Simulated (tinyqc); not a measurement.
## Floating body of a partially depleted SOI transistor: body voltage and kink: output curve and kink

Source at 0 V. Channel current Ic = 2 nf K Vt^2 [F(0) - F(Vd)](1 + la Vd), F(V) = ln^2(1 + exp((Vg - VT - nf V)/(2 nf Vt))), VT = VT0 - gb Vb. Saturation voltage Vs = 2 Vt sqrt(F(0)) + 3 Vt, excess Ve = (Vd - Vs + sqrt((Vd - Vs)^2 + 0.0004 V^2))/2, multiplication M1 = Ai Ve exp(-Bl/Ve). Each junction passes D(v) = J1 (exp(v/Vt) - 1) + J2 (exp(v/(2 Vt)) - 1). Bipolar current Ib = bb J1 (exp(Vb/Vt) - 1). The body settles where M1 (Ic + Ib) = D(Vb) + D(Vb - Vd) + Vb/Rb; drain current Id = (1 + M1)(Ic + Ib) - D(Vb - Vd).

Rows with more than one solution for Vb (latch) are left out; dId/dVd by a forward difference over 1e-4 V, swing = 1e-4 V over the change of log10 Id; M1 under 1e-12 is printed as 0.

Values chosen for this exercise; values of the order met in partially depleted silicon-on-insulator transistors:
```
symbol    value         unit                                                                                            meaning
T           358            K                                                                                        temperature
VT0        0.43            V                                                                     threshold at zero body voltage
gb         0.17                                                                  fall of the threshold per volt of body voltage
nf         1.29                                                                                                    slope factor
K           590  uA/(V^2 um)                                                                              gain factor per width
la         0.05          1/V                                                                   channel-length modulation factor
Ai         2.74          1/V                                                                        impact-ionisation prefactor
Bl            8            V                                                                          impact-ionisation voltage
J1      1.2e-10        uA/um                                                      diffusion saturation current of each junction
J2       8.6e-8        uA/um                                                  recombination saturation current of each junction
bb            3                                                 gain of the lateral bipolar transistor on the diffusion current
Rb          1e9      kohm um  resistance of a weak body tie to the source (1e9 stands for no tie, and the term is then dropped)
Vg         0.42            V                                                                                       gate voltage
```

Constants: q = 1.602176634e-19 C, kB = 1.380649e-23 J/K, Vt = kB T/q. Results are converted to the units shown.

Results:

| Vd (V) | Vb (V) | M1 | Id, floating (uA/um) | Id, grounded (uA/um) | ratio | dId/dVd, floating (uS/um) | dId/dVd, grounded (uS/um) |
|---|---|---|---|---|---|---|---|
| 0.68 | 0.1247 | 5.507e-7 | 0.8790 | 0.5989 | 1.468 | 3.654 | 0.02897 |
| 0.84 | 0.3337 | 1.564e-5 | 1.599 | 0.6035 | 2.649 | 4.231 | 0.02921 |
| 1 | 0.4449 | 1.565e-4 | 2.148 | 0.6083 | 3.532 | 2.801 | 0.03067 |
| 1.16 | 0.5092 | 8.258e-4 | 2.540 | 0.6135 | 4.141 | 2.188 | 0.03517 |
| 1.48 | 0.5881 | 0.007592 | 3.187 | 0.6282 | 5.074 | 2.054 | 0.06058 |
| 1.64 | 0.6157 | 0.01652 | 3.544 | 0.6396 | 5.541 | 2.464 | 0.08341 |
| 1.8 | 0.6389 | 0.03128 | 3.999 | 0.6552 | 6.103 | 3.316 | 0.1130 |

Estimate the missing row, Vd = 1.32 V.

Computed row:

| Vd (V) | Vb (V) | M1 | Id, floating (uA/um) | Id, grounded (uA/um) | ratio | dId/dVd, floating (uS/um) | dId/dVd, grounded (uS/um) |
|---|---|---|---|---|---|---|---|
| 1.32 | 0.5540 | 0.002876 | 2.869 | 0.6198 | 4.629 | 1.972 | 0.04468 |

With this row back in the table: Vb rises from 0.125 to 0.639 V and the ratio of the currents rises from 1.47 to 6.10. The output conductance with a floating body exceeds the grounded value by the largest factor among the rows, 145, at Vd = 0.84 V, where Vb = 0.334 V and M1 = 1.56e-5.

Range of the model: The multiplication law is an empirical form chosen for the exercise; self-heating and capacitive coupling to the body are left out, and the linear laws are rough once Vb passes about 0.7 V or M1 about 0.1.

Program tinyqc, `OMP_NUM_THREADS=1 python tinyqc.py 2182152 2182153 out.jsonl`; Intel Xeon 2.30GHz, shared host, one thread, about 0.2 s.
